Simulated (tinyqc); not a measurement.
Inside a calculation. Model: MOS inversion layer, Poisson-Schroedinger loop.

tinyqc, about 0.7 s, one thread, Intel Xeon 2.30GHz (shared host): `OMP_NUM_THREADS=1 python tinyqc.py 2160031 2160032 out.jsonl` Printed values are rounded.

Electrons confined at an insulator interface at z = 0, treated as a hard wall; parabolic valleys, Hartree approximation, no image or exchange terms. The depletion charge lies far deeper than the electrons and gives a uniform field q Nd/(eps0 eps_r); the gate balances all charge. Energies are counted from the band edge at the interface.

Inputs (values chosen for the exercise); masses and permittivity close to those of germanium (111):
```
symbol   value   unit                                     meaning
T          300      K                                 temperature
eps_r     16.1                              relative permittivity
mz1       1.61     m0  mass along z of valley set A (1 valley(s))
md1     0.0834     m0    in-plane density-of-states mass of set A
mz2     0.0908     m0  mass along z of valley set B (3 valley(s))
md2      0.345     m0    in-plane density-of-states mass of set B
Ns      1.3e12  cm^-2                  sheet density of electrons
Nd      3.4e12  cm^-2           sheet density of depletion charge
dE        0.08     eV               extra shift of set B (strain)
hz           1     nm                                   mesh step
a          0.7                                      mixing factor
```

Constants: q = 1.602176634e-19 C, kB = 1.380649e-23 J/K, hbar = 1.054571817e-34 J s, m0 = 9.1093837015e-31 kg, Vt = kB T/q, eps0 = 8.8541878128e-14 F/cm where lengths are in cm, hbar^2/(2 m0) = 0.0380998212 eV nm^2. Results are converted to the units shown.

## Fixed part of the potential

z, node 1 to 15 (nm): 1  2  3  4  5  6  7  8  9  10  11  12  13  14  15

V0 = q Nd z/(eps0 eps_r) in eV.

fixed potential V0, node 1 to 15 (eV): 0.038213  0.076427  0.114640  0.152853  0.191067  0.229280  0.267493  0.305707  0.343920  0.382133  0.420346  0.458560  0.496773  0.534986  0.573200

## Round 1: levels and probability densities

self-consistent potential U at the start, node 1 to 15 (eV): 0  0  0  0  0  0  0  0  0  0  0  0  0  0  0

Tridiagonal Hamiltonian with psi = 0 one step beyond both ends: H_ii = C (1/m_(i-1/2) + 1/m_(i+1/2))/hz^2 + V0_i + U_i (+ dE for the set B), H_(i,i+1) = -C/(m_(i+1/2) hz^2), C = hbar^2/(2 m0). The lowest 2 level(s) of each valley set are kept, normalised to hz sum |psi|^2 = 1. The mass is the same on all intervals.

levels (eV): A1 0.072886, A2 0.121895, B1 0.277018, B2 0.422285

```
node	|psi|^2 of A1 (1/nm)	|psi|^2 of A2 (1/nm)	|psi|^2 of B1 (1/nm)	|psi|^2 of B2 (1/nm)
1	0.763782	0.210406	0.083830	0.078358
2	0.218470	0.496530	0.220421	0.127447
3	0.017110	0.264292	0.264728	0.043213
4	0.000625	0.027530	0.210252	0.002918
5	0.000013	0.001211	0.125518	0.084992
6	0.000000	0.000029	0.060031	0.179759
7	0.000000	0.000000	0.023895	0.195578
8	0.000000	0.000000	0.008120	0.145677
9	0.000000	0.000000	0.002399	0.082851
10	0.000000	0.000000	0.000625	0.038072
11	0.000000	0.000000	0.000145	0.014625
12	0.000000	0.000000	0.000030	0.004795
13	0.000000	0.000000	0.000006	0.001350
14	0.000000	0.000000	0.000001	0.000316
15	0.000000	0.000000	0.000000	0.000049
```

## Round 1: Fermi level and occupations

Level k holds N_k = D_k Vt ln(1 + exp((EF - E_k)/Vt)) with D = md1 m0 q/(pi hbar^2) for the set A, D = 3 md2 m0 q/(pi hbar^2) for the set B per eV (spin included); EF is fixed by sum N_k = Ns.

EF = 0.0928451 eV
N_k (cm^-2): A1 1.03747e12, A2 2.53503e11, B1 8.99897e9, B2 3.26574e7

## Round 1: density, output potential and mixing

n_i = sum_k N_k |psi_k|^2 (converted to cm^-3). Hartree part by Gauss: on the interval before node i the electrons still beyond are S_i = Ns - hz sum_(j<i) n_j, and U_i = U_(i-1) + q S_i hz/(eps0 eps_r) in eV, U_0 = 0 at the interface. Mixing: U(new) = U + a (U(out) - U).

```
node	n (1e18 cm^-3)	U(out) (eV)	U after round 1 (eV)
1	8.46493	0.0146110	0.0102277
2	3.54515	0.0197080	0.0137956
3	0.87133	0.0208206	0.0145744
4	0.09519	0.0209539	0.0146677
5	0.01453	0.0209802	0.0146861
6	0.00554	0.0209902	0.0146931
7	0.00222	0.0209939	0.0146957
8	0.00078	0.0209952	0.0146966
9	0.00024	0.0209955	0.0146969
10	0.00007	0.0209956	0.0146969
11	0.00002	0.0209957	0.0146970
12	0.00000	0.0209957	0.0146970
13	0.00000	0.0209957	0.0146970
14	0.00000	0.0209957	0.0146970
15	0.00000	0.0209957	0.0146970
```

## Round 2: levels and probability densities

As before.

levels (eV): A1 0.083925, A2 0.135206, B1 0.291097, B2 0.436508

```
node	|psi|^2 of A1 (1/nm)	|psi|^2 of A2 (1/nm)	|psi|^2 of B1 (1/nm)	|psi|^2 of B2 (1/nm)
1	0.787906	0.189510	0.085459	0.079313
2	0.197395	0.526278	0.222167	0.127081
3	0.014201	0.257286	0.264790	0.042071
4	0.000489	0.025792	0.209208	0.003291
5	0.000010	0.001107	0.124403	0.086441
6	0.000000	0.000026	0.059307	0.180640
7	0.000000	0.000000	0.023542	0.195400
8	0.000000	0.000000	0.007981	0.144986
9	0.000000	0.000000	0.002353	0.082218
10	0.000000	0.000000	0.000612	0.037692
11	0.000000	0.000000	0.000142	0.014450
12	0.000000	0.000000	0.000030	0.004729
13	0.000000	0.000000	0.000006	0.001330
14	0.000000	0.000000	0.000001	0.000311
15	0.000000	0.000000	0.000000	0.000048
```

## Round 2: Fermi level and occupations

As before.

EF = 0.104497 eV
N_k (cm^-2): A1 1.05211e12, A2 2.39666e11, B1 8.19274e9, B2 2.95658e7

## Round 2: density, output potential and mixing

As before.

```
node	n (1e18 cm^-3)	U(out) (eV)	U after round 2 (eV)
1	8.75086	0.0146110	0.0132960
2	3.35636	0.0193867	0.0177094
3	0.78774	0.0203901	0.0186454
4	0.08410	0.0205081	0.0187560
5	0.01297	0.0205317	0.0187780
6	0.00498	0.0205406	0.0187864
7	0.00199	0.0205440	0.0187895
8	0.00070	0.0205451	0.0187905
9	0.00022	0.0205454	0.0187909
10	0.00006	0.0205455	0.0187909
11	0.00002	0.0205455	0.0187910
12	0.00000	0.0205455	0.0187910
13	0.00000	0.0205455	0.0187910
14	0.00000	0.0205455	0.0187910
15	0.00000	0.0205455	0.0187910
```

## Course of the self-consistent loop

Start from U = 0. Stop when the largest |U(out) - U| is below 1e-7 eV, or after 120 rounds.

Course of the iteration:
```
round	level A1 (eV)	EF (eV)	largest |U(out) - U| (eV)
1	0.0728859	0.0928451	0.0210
2	0.0839252	0.104497	5.85e-3
3	0.0871728	0.107889	1.65e-3
4	0.0881353	0.108886	4.72e-4
5	0.0884215	0.109180	1.36e-4
6	0.0885067	0.109267	3.96e-5
7	0.0885322	0.109293	1.16e-5
8	0.0885398	0.109301	3.43e-6
9	0.0885420	0.109303	1.02e-6
10	0.0885427	0.109304	3.02e-7
11	0.0885429	0.109304	8.97e-8
```

Converged in 11 rounds. Towards the end the residual shrinks by a factor of about 0.30 a round.

## Converged levels, occupations and centroid

converged U, node 1 to 15 (eV): 0.0146109  0.0192898  0.0202627  0.0203766  0.0203994  0.0204080  0.0204113  0.0204123  0.0204127  0.0204128  0.0204128  0.0204128  0.0204128  0.0204128  0.0204128

Solve for the levels with V0 + U, find EF, n_i = sum_k N_k |psi_k|^2 (in cm^-3); share of each level N_k/Ns; centroid sum n z/sum n.

levels (eV): A1 0.088543, A2 0.140548, B1 0.296640, B2 0.442088
EF = 0.109304 eV
shares (%): A1 81.2819, A2 18.1034, B1 0.6125, B2 0.0022
n, node 1 to 15 (in units of 1e18 cm^-3): 8.83699  3.29738  0.76427  0.08110  0.01255  0.00482  0.00192  0.00067  0.00021  0.00006  0.00002  0.00000  0.00000  0.00000  0.00000
centroid = 1.39709 nm

An 800-node mesh to 26 nm with 8 levels a set gives A1 = 0.09061 eV, EF = 0.1120 eV and a centroid of 1.478 nm; the levels kept above hold 97.0 % of the electrons there. The coarse centroid is 5.4 % below the fine one.

## Closed-form estimates

Triangular well: E_k = a_k (C F^2/mz)^(1/3), a_1 = 2.338107, a_2 = 4.087949, C = hbar^2/(2 m0), F in eV/nm. Fang-Howard (all electrons in the lowest level of set A): b^3 = 6 (mz1/C) q (Nd + 11 Ns/32)/(eps0 eps_r), centroid 3/b, level C b^2/(4 mz1) + (3/b) q (Nd + 11 Ns/16)/(eps0 eps_r). Use F = q (Nd + Ns)/(eps0 eps_r), the surface field, and F = q (Nd + Ns/2)/(eps0 eps_r).

A1 with the surface field = 0.0945045 eV
A1 with Nd + Ns/2 = 0.0855771 eV
A2 with Nd + Ns/2 = 0.149623 eV
b = 2.22143 1/nm
Fang-Howard centroid = 1.35048 nm
Fang-Howard level = 0.0943666 eV

Against the self-consistent A1 = 0.09061 eV on a fine mesh, the surface-field estimate is 4.3 % above it, the half-charge one 5.6 % below it and Fang-Howard 4.2 % above it. A1 holds 82.5 % of the electrons, and the Fang-Howard centroid is 8.6 % below the full one.
